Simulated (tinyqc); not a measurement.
Single-band model of a thermoelectric material: one step, computed by the program tinyqc.

One spherical band, one scattering law, no minority carriers and no phonon drag. In a real material minority carriers limit |S| to about E_g/(2 e T), so larger values are formal. eta = E_F/(k_B T) is counted from the band edge; f = 1/(1 + exp(x - eta)).

Problem. Limiting formulas for the Seebeck coefficient. Classical: |S| = (k_B/e)[r + 5/2 - ln(n/N_c)], N_c = (3 sqrt(pi)/4) N_0. Degenerate (Mott): |S| = (pi^2/3)(k_B/e)(r + 3/2)/eta_F, eta_F = (n/N_0)^(2/3).

Inputs (values chosen for the exercise, for a model material): carrier density n = 1.2e+19 1/cm^3; temperature T = 1160 K.

Band: parabolic. Scattering: acoustic phonons, r = -0.5.

Seebeck coefficient |S| = 463.5705 microvolt/K

N_0 = 2.636804e+20 1/cm^3

Constants: k_B = 8.617333262e-05 eV/K.

Give: Seebeck coefficients.

Solution.

Seebeck coefficients:
```
formula        |S| (microvolt/K)  deviation (%)
full integral                464            0.0
classical                    463           -0.1
degenerate                  2224          379.8
```
